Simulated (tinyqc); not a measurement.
# Changing the Fermi level E_F

Model: formation energy of a charged point defect from supercell energies. Computed by tinyqc, a small Python program. Command: `OMP_NUM_THREADS=1 python tinyqc.py 3000324 3000325 out.jsonl formation sweep`. One thread of a shared host (Intel(R) Xeon(R) Processor @ 2.30GHz), about 0.01 s of CPU time with the checks.

The host is a compound AB. Making the defect adds n_A = 1, n_B = -1 atoms to the cell. All total energies are inputs. E_F is counted from the valence-band maximum (VBM); x = 0 is A-rich and x = 1 B-rich growth.

Inputs (values chosen for the exercise, with gap and screening modelled on CdS): gap E_g = 2.51 eV; E_VBM of the host cell = 2.796 eV; potential alignment dV = -0.11 eV; dielectric constant eps = 8.5; cell length L = 12.2 angstrom; mu_A of the pure element = -1.597 eV; mu_B of the pure element = -4.987 eV; formation enthalpy dH of AB = -0.643 eV; growth condition x = 0.21; temperature T = 800 K; site density N_s = 4.4e+22 cm^-3.

Defect: A on a B site. Supercell lattice: fcc.

charge states q: [0, -1, -2]

E(defect, q) - E(host), in the order of q (eV): [6.769, 10.653, 14.782]

Constants: e^2/(4 pi eps_0) = 14.39964548 eV angstrom; k_B = 8.617333262e-05 eV/K.

Method:
- dmu_A = x dH and dmu_B = (1 - x) dH, so that dmu_A + dmu_B = dH; mu = mu(element) + dmu.
- The reservoir term is sum n_i mu_i.
- Image-charge correction of a point charge in a neutralising background: E_corr = q^2 alpha e^2/(4 pi eps_0) / (2 eps L), alpha = 2.888282 for a fcc array with L the cube root of the volume.
- E_f(q, E_F) = [E(defect, q) - E(host)] - sum n_i mu_i + q (E_VBM + dV + E_F) + E_corr(q).
- E_f(q, E_F) = E_f(q, 0) + q E_F.
- c_q = N_s exp(-E_f(q, E_F)/k_B T), with all degeneracy factors one and no vibrational entropy.

One run for each value:
```
Fermi level E_F (eV)  lowest formation energy (eV)  total concentration (cm^-3)  mean charge (e)
0.100                                       3.0061                   5.0829e+03      -6.6010e-09
0.357                                       3.0061                   5.0829e+03      -2.7456e-07
0.614                                       3.0061                   5.0829e+03      -1.1420e-05
0.870                                       3.0061                   5.0852e+03      -4.6794e-04
1.130                                       3.0061                   5.1862e+03      -1.9933e-02
1.380                                       3.0061                   8.9679e+03      -4.3324e-01
1.640                                       2.7646                   1.7433e+05      -9.7358e-01
1.900                                       2.5046                   8.2372e+06      -1.1087e+00
2.150                                       2.1492                   1.5466e+09      -1.8219e+00
2.410                                       1.6292                   2.4110e+12      -1.9950e+00
```

Describe and explain the trends.

Over the rows, lowest formation energy (eV) falls from 3.01 to 1.63, flat over part of the range; total concentration (cm^-3) rises from 5080 to 2.41e12; mean charge (e) falls from -6.60e-9 to -2.00 (exponent d ln y / d ln x 2.9 between the first rows and 0.80 between the last). The mean charge steps down as E_F passes each level, and d ln c/d E_F = -(mean charge)/k_B T.

Caution (all rows): the largest image-charge correction in these energies, q^2 alpha e^2/(8 pi eps_0 eps L) with alpha = 2.888282, exceeds a quarter of the gap; the point-charge term alone is then a rough estimate, usually too large for a charge that is spread out.

Extremes, crossings and ranges named in words are read from the listed rows.
